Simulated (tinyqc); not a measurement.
Power iteration on a symmetric matrix, step by step. One step of it, computed by the program tinyqc.

Task: Step 1. w = (A - shift) v; v' = w/|w| with its largest component positive (the first on a tie); lambda = v'^T A v'.

A, lower triangle:
```
           1          2          3         4         5         6
1   0.053000
2  -0.480000   0.386000
3   0.226000  -0.120000   0.456000
4  -0.107000   0.130000  -0.250000  2.863000
5   0.780000   0.087000   0.097000  0.044000  3.122000
6   0.156000  -0.159000   0.147000  0.369000  0.008000  3.676000
```

vector v at the start: 0.408248  0.408248  0.408248  0.408248  0.408248  0.408248

shift = 1.160000

Give: vector after step 1; Rayleigh quotient after step 1.

Result:

vector after step 1: -0.1085  -0.2684  -0.1232  0.3853  0.6074  0.6194

Rayleigh quotient after step 1 = 3.0649
